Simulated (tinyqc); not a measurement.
# Which input was changed?

Model: kinetic Monte Carlo and master equation for a particle on a ring of sites with traps and bias. Computed by tinyqc, a small Python program. Command: `OMP_NUM_THREADS=1 python tinyqc.py 3007285 3007286 out.jsonl kmc which`. One thread of a shared host (Intel(R) Xeon(R) Processor @ 2.30GHz), about 0.03 s of CPU time with the checks.

6 sites on a ring, numbered 1 to 6. The saddle between i and i+1 lies at E0 + s b_i and site i at s eps_i; a force F tilts the landscape, with the saddle half-way.

Inputs (values chosen for the exercise, for a model defect):
```
quantity,value,unit
reference barrier E0,0.83,eV
scale factor s of the disorder,1,-
attempt frequency nu,18,THz
temperature T,610,K
site spacing a,3.5,angstrom
force F along the ring,0.0052,eV/angstrom
```

Disorder: both.

site energies eps_i (eV): [-0.027, -0.13, 0, 0, 0, 0]

saddle shifts b_i between sites i and i+1 (eV): [0.073, 0.025, -0.026, -0.036, 0.014, 0.041]

Constants: k_B = 8.617333262e-05 eV/K.

Method:
- Rates: k(i to i+1) = nu exp(-(E0 + s b_i - s eps_i - F a/2)/(k_B T)), k(i to i-1) = nu exp(-(E0 + s b_(i-1) - s eps_i + F a/2)/(k_B T)).
- Share right = k right/(k right + k left); mean stay = 1/(k right + k left).
- Master equation dP/dt = W P, W_(i+1,i) = k right, W_(i-1,i) = k left, columns summing to zero. The steady state is its null vector; drift v = a sum P_i (k right - k left). D = a^2 lambda''(0)/2, where lambda(q) is the leading eigenvalue of W with right hops weighted by exp(q) and left hops by exp(-q).
- The slowest relaxation rate is minus the real part of the next eigenvalue of W. 1 angstrom = 1e-8 cm.

Question. One of these inputs alone was changed, within the range given: attempt frequency nu (9 to 36); temperature T (305 to 1220); site spacing a (1.75 to 7); force F along the ring (0.0026 to 0.0104). Which one, and to what value?

Results:
```
run,diffusivity D (cm^2/s),drift velocity v (cm/s),slowest relaxation rate (1/s)
before,7.645060e-10,0.00696748,453453.8
after,1.438792e-09,0.01257192,481507.8
```

Answer.

Each candidate set to reproduce diffusivity D, and what it then gives:
```
candidate,range searched,value needed,drift velocity v (cm/s),slowest relaxation rate (1/s)
attempt frequency nu (THz),9 to 36,33.88,0.013113,8.5340e+05
temperature T (K),305 to 1220,632.7,0.012770,8.5465e+05
site spacing a (angstrom),1.75 to 7,4.650,0.012572,4.8151e+05
force F along the ring (eV/angstrom),0.0026 to 0.0104,out of reach,-,-
```

Only site spacing a fits every result: it went from 3.5 to 4.65 angstrom. The next best candidate, attempt frequency nu, misses one result by 77 %.
